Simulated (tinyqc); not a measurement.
Error of the time step: velocity overshoot from momentum and energy balance equations after a field step. Computed by tinyqc, a small Python program. Command: `OMP_NUM_THREADS=1 python tinyqc.py 3018018 3018019 out.jsonl overshoot walk`. One thread of a shared host (Intel(R) Xeon(R) Processor @ 2.30GHz), about 0.02 s of CPU time with the checks.

At t = 0 the field jumps from 0 to F in a uniform sample. v is the drift velocity and u = w - (3/2) k_B T the excess energy per carrier.

Inputs (values chosen for the exercise, modelled on electrons in 4H-SiC except for tau_E):

| quantity | value | unit |
|---|---|---|
| effective mass m | 0.34 | m_0 |
| low-field mobility mu_0 | 980 | cm^2/(V s) |
| saturation velocity v_s | 1.8 | 1e7 cm/s |
| energy relaxation time tau_E | 0.71 | ps |
| field after the step F | 24 | kV/cm |
| lattice temperature T | 300 | K |
| time step dt | 12 | fs |

Scheme: implicit in the damping.

Constants: m_0 = 9.1093837015e-31 kg; e = 1.602176634e-19 C; k_B = 8.617333262e-05 eV/K.

Method:
- dv/dt = e F/m - v/tau_m(u), du/dt = e F v - u/tau_E, tau_m(u) = tau_0/(1 + c u), tau_0 = m mu_0/e, c = mu_0/(e tau_E v_s^2); this choice gives the steady state v (1 + mu_0 F v/v_s^2) = mu_0 F, which saturates at v_s. Steady velocity v = 2 mu_0 F/(1 + sqrt(1 + 4 (mu_0 F/v_s)^2)); u = e F v tau_E; carrier temperature T + 2u/(3 k_B), neglecting the drift energy m v^2/2.
- Step: v_new = (v + dt e F/m)/(1 + dt/tau_m(u)), u_new = (u + dt e F v_new)/(1 + dt/tau_E). Start v = u = 0; the distance adds dt (v + v_new)/2.
- The peak velocity is recomputed with dt/2 and dt/4 and by an adaptive Runge-Kutta method (tolerance 1e-9).

tau_0 = 189.445 fs

acceleration e F/m = 0.0124152 1e7 cm/s per fs

c = 4.26013 1/eV

steady velocity = 1.23851 1e7 cm/s

Peak velocity:

| step | v_peak (1e7 cm/s) | error (%) |
|---|---|---|
| dt | 1.7005 | -0.34756 |
| dt/2 | 1.7034 | -0.17618 |
| dt/4 | 1.7049 | -0.08968 |
| adaptive | 1.7064 | 0.00000 |

The implicit scheme puts the peak 0.35 % too low; halving dt divides the error by 1.97, as a first-order method should.

Extremes, crossings and ranges named in words are read from the listed rows.
